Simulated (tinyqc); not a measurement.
Length of a molecular wire: coherent transport through a tight-binding bridge. Computed by the program tinyqc. T = Gamma_L Gamma_R |G_1n|^2 with the self-energies of semi-infinite chains.

A uniform bridge between two chains:
```
parameter                        value
site energy (eV)              2.950000
hopping in the bridge (eV)    1.020000
lead hopping (eV)             1.940000
couplings (eV)              0.73, 0.52
E (eV)                        0.090000
```

Transmission against length:
```
sites           T     ln T
2      3.0496e-03   -5.793
3      5.3174e-04   -7.539
4      9.3375e-05   -9.279
5      1.6417e-05  -11.017
7      5.0774e-07  -14.493
8      8.9296e-08  -16.231
9      1.5704e-08  -17.969
10     2.7618e-09  -19.707
```

Estimate the missing row, sites = 6.

Computed row:
```
sites           T     ln T
6      2.8871e-06  -12.755
```

E lies outside the band of the bridge (|E - e|/2h = 1.402 > 1), so T decays as exp(-beta n) with beta = 2 arccosh(1.402) = 1.7380 a site; the last two rows give 1.7380.
